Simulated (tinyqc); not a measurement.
Van der Pauw, Hall and four-point-probe measurements on a doped layer: two steps of the calculation.

A uniform n-type layer with sheet resistance Rs = 1/(q ns mu), point contacts, low field (mu B small).

Inputs (values chosen for the exercise):
- ns = 2.9e13 cm^-2 (sheet density of the layer)
- mu = 830 cm^2/(V s) (drift mobility)
- rH = 1.1 (Hall factor)
- B = 0.55 T (magnetic field)
- I = 100 uA (current)
- ar = 2.03 (side ratio a/b of a rectangular sample with corner contacts)

Constants: q = 1.602176634e-19 C. Results are converted to the units shown.

Problem 1. Resistances and Hall voltage. Rs = 1/(q ns mu). For a rectangle with contacts at the corners, RA = (8 Rs/pi) sum_(k>=0) ln coth((2k + 1) pi a/(2 b)) with current along a short side b and voltage along the opposite one, RB the same with a and b exchanged; Hall voltage VH = rH B I/(q ns), negative for electrons.

Wanted: Rs; RA; RB; VH.

Solution 1.

Rs = 259.3 ohm/square
RA = 2.244 ohm
RB = 298.7 ohm
VH = -1.302 mV

RB/RA = 133; for a square both equal Rs ln 2/pi = 57.2 ohm.

Problem 2. New z. The van der Pauw equation exp(-pi RA z) + exp(-pi RB z) = 1 is solved for z = 1/Rs: e1 = exp(-pi RA z), e2 = exp(-pi RB z), f = e1 + e2 - 1, f' = -pi (RA e1 + RB e2), z(new) = z - f/f'.

z at the start = 1.4664702 mS
RA = 2.2444054 ohm
RB = 298.66263 ohm

Wanted: e1; e2; f; f'; z after iteration 1.

Solution 2.

e1 = 0.9897
e2 = 0.2526
f = 0.2423
f' = -0.2440 kohm
z after iteration 1 = 2.460 mS

Program tinyqc, `OMP_NUM_THREADS=1 python tinyqc.py 2850124 2850125 out.jsonl`; Intel Xeon 2.30GHz, shared host, one thread, about 0.01 s.
